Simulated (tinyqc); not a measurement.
Inside a calculation. Method: plane-wave Kohn-Sham cycle with exchange-only LDA in a layered model solid. Computed by tinyqc, a small Python program that keeps every step. Settings: points = 16, plane-wave index or count = 3, electrons = 4, k points = 3, area = 26.0, mixing = 0.1, iteration cap = 76. Command: `OMP_NUM_THREADS=1 python tinyqc.py 21013 21014 out.jsonl` (the two numbers bound the seeds that draw the settings). One thread of a shared host (Intel(R) Xeon(R) Processor @ 2.60GHz), about 0.06 s of CPU time with the checks. Later iterations appear only in the table of the cycle.

## Iteration 1: potential

A solid whose potential varies along x alone (atomic units):
```
parameter                      value
period a                   10.000000
cross-section of the cell  26.000000
electrons per cell                 4
grid points                       16
plane waves -n..n, n               3
k points                           3
V1 in V1 cos(2 pi x/a)     -0.120000
```

density at the start, on the grid x_j = j a/N (e/bohr^3): 0.01538462  0.01538462  0.01538462  0.01538462  0.01538462  0.01538462  0.01538462  0.01538462  0.01538462  0.01538462  0.01538462  0.01538462  0.01538462  0.01538462  0.01538462  0.01538462

V_H(G) = 4 pi rho(G)/G^2 for G != 0 (uniform background); v_x = -(3 rho/pi)^(1/3); V = V_ext + V_H + v_x; Fourier components f(G_m) = (1/N) sum_j f(x_j) exp(-i G_m x_j).

Potentials on the grid (hartree):
```
x             V_ext       V_H        v_x          V
0.000000  -0.120000  0.000000  -0.244917  -0.364917
0.625000  -0.110866  0.000000  -0.244917  -0.355783
1.250000  -0.084853  0.000000  -0.244917  -0.329770
1.875000  -0.045922  0.000000  -0.244917  -0.290839
2.500000          0  0.000000  -0.244917  -0.244917
3.125000   0.045922  0.000000  -0.244917  -0.198995
3.750000   0.084853  0.000000  -0.244917  -0.160064
4.375000   0.110866  0.000000  -0.244917  -0.134052
5.000000   0.120000  0.000000  -0.244917  -0.124917
5.625000   0.110866  0.000000  -0.244917  -0.134052
6.250000   0.084853  0.000000  -0.244917  -0.160064
6.875000   0.045922  0.000000  -0.244917  -0.198995
7.500000          0  0.000000  -0.244917  -0.244917
8.125000  -0.045922  0.000000  -0.244917  -0.290839
8.750000  -0.084853  0.000000  -0.244917  -0.329770
9.375000  -0.110866  0.000000  -0.244917  -0.355783
```

V(G_m), m = 0, 1, 2, ... (hartree): -0.244917  -0.060000  0.000000  0.000000  0.000000  0.000000  0.000000

## Iteration 1: Hamiltonian at one k

k = 0.000000 2 pi / a

H(m,m') = (k + G_m)^2/2 delta + V(G_m - G_m'), with V(-G) = V(G).

H (hartree), lower triangle:
```
           -3         -2         -1         +0         +1         +2        +3
-3   1.531612
-2  -0.060000   0.544651
-1   0.000000  -0.060000  -0.047525
+0   0.000000   0.000000  -0.060000  -0.244917
+1   0.000000   0.000000   0.000000  -0.060000  -0.047525
+2   0.000000   0.000000   0.000000   0.000000  -0.060000   0.544651
+3   0.000000   0.000000   0.000000   0.000000   0.000000  -0.060000  1.531612
```

## Iteration 1: levels at that k

Diagonalise the Hermitian matrix.

eigenvalues (hartree): -0.276917  -0.053566  -0.021659  0.547049  0.547142  1.535254  1.535254

## Iteration 1: new density

Motion across x is left out: the lowest 2 band(s) hold two electrons at each of the k points (j + 1/2)/nk - 1/2. Residual R = rho(out) - rho(in); rho(new) = rho(in) + 0.1 R. rho(out) = 2/(a A nk) sum |psi|^2 with psi = sum c exp(i G x). Harris energy E = band energy - dV sum rho (V_H/2 + v_x) + (3/4) dV sum rho v_x with rho(in), dV = a A/N, band energy = (2/nk) sum of the filled levels.

rho(out) (e/bohr^3): 0.01860373  0.01923344  0.02023933  0.01996923  0.01770808  0.01415935  0.01063397  0.00817645  0.00731043  0.00817645  0.01063397  0.01415935  0.01770808  0.01996923  0.02023933  0.01923344

density after iteration 1 (e/bohr^3): 0.01570653  0.01576950  0.01587009  0.01584308  0.01561696  0.01526209  0.01490955  0.01466380  0.01457720  0.01466380  0.01490955  0.01526209  0.01561696  0.01584308  0.01587009  0.01576950

energy per cell = -0.50757224 hartree

## Iteration 2: potential

As before.

Potentials on the grid (hartree):
```
x             V_ext        V_H        v_x          V
0.000000  -0.120000   0.017694  -0.246614  -0.348920
0.625000  -0.110866   0.016876  -0.246943  -0.340932
1.250000  -0.084853   0.014152  -0.247467  -0.318168
1.875000  -0.045922   0.009099  -0.247326  -0.284150
2.500000          0   0.001880  -0.246144  -0.244264
3.125000   0.045922  -0.006425  -0.244265  -0.204769
3.750000   0.084853  -0.014131  -0.242370  -0.171648
4.375000   0.110866  -0.019549  -0.241031  -0.149715
5.000000   0.120000  -0.021495  -0.240555  -0.142051
5.625000   0.110866  -0.019549  -0.241031  -0.149715
6.250000   0.084853  -0.014131  -0.242370  -0.171648
6.875000   0.045922  -0.006425  -0.244265  -0.204769
7.500000          0   0.001880  -0.246144  -0.244264
8.125000  -0.045922   0.009099  -0.247326  -0.284150
8.750000  -0.084853   0.014152  -0.247467  -0.318168
9.375000  -0.110866   0.016876  -0.246943  -0.340932
```

V(G_m), m = 0, 1, 2, ... (hartree): -0.244891  -0.051760  -0.000305  0.000042  0.000008  0.000001  0.000000

## Iteration 2: Hamiltonian at one k

k = 0.000000 2 pi / a

As before.

H (hartree), lower triangle:
```
           -3         -2         -1         +0         +1         +2        +3
-3   1.531637
-2  -0.051760   0.544677
-1  -0.000305  -0.051760  -0.047499
+0   0.000042  -0.000305  -0.051760  -0.244891
+1   0.000008   0.000042  -0.000305  -0.051760  -0.047499
+2   0.000001   0.000008   0.000042  -0.000305  -0.051760   0.544677
+3   0.000000   0.000001   0.000008   0.000042  -0.000305  -0.051760  1.531637
```

## Iteration 2: levels at that k

As before.

eigenvalues (hartree): -0.269449  -0.051708  -0.027787  0.546472  0.546514  1.534348  1.534348

## Iteration 2: new density

As before.

rho(out) (e/bohr^3): 0.01795806  0.01857360  0.01962883  0.01959877  0.01772473  0.01453442  0.01121763  0.00883167  0.00797647  0.00883167  0.01121763  0.01453442  0.01772473  0.01959877  0.01962883  0.01857360

density after iteration 2 (e/bohr^3): 0.01593168  0.01604991  0.01624596  0.01621865  0.01582774  0.01518932  0.01454036  0.01408059  0.01391712  0.01408059  0.01454036  0.01518932  0.01582774  0.01621865  0.01624596  0.01604991

energy per cell = -0.49553779 hartree

## Convergence

Stop when sqrt(dV sum R^2) is below 1e-8, dV = a A/N.

Course of the cycle:
```
iteration  E (hartree)  norm of the residual
1          -0.50757224              7.62e-02
2          -0.49553779              6.06e-02
3          -0.48823036              4.83e-02
4          -0.48383418              3.86e-02
5          -0.48120618              3.10e-02
6          -0.47964057              2.52e-02
7          -0.47870832              2.07e-02
8          -0.47815185              1.71e-02
9          -0.47781788              1.43e-02
10         -0.47761571              1.22e-02
11         -0.47749186              1.04e-02
...                ...                   ...
66         -0.47726110              1.41e-05
67         -0.47726110              1.26e-05
68         -0.47726110              1.12e-05
69         -0.47726110              9.95e-06
70         -0.47726110              8.85e-06
71         -0.47726110              7.87e-06
72         -0.47726110              7.00e-06
73         -0.47726110              6.23e-06
74         -0.47726110              5.55e-06
75         -0.47726110              4.93e-06
76         -0.47726110              4.39e-06
```

Not converged within 76 iterations: the residual falls steadily but slowly, by a factor of about 0.89 a step. At the k point shown the highest filled and lowest empty bands lie only 0.0005 hartree apart, so integer filling is fragile. Reruns (cap 100 unless said): mixing 0.5, Kerker q0 1.0: not converged; mixing 0.3, Pulay depth 5: converged in 9 (E = -0.47726); the original settings with a cap of 400: converged in 130 (E = -0.47726).
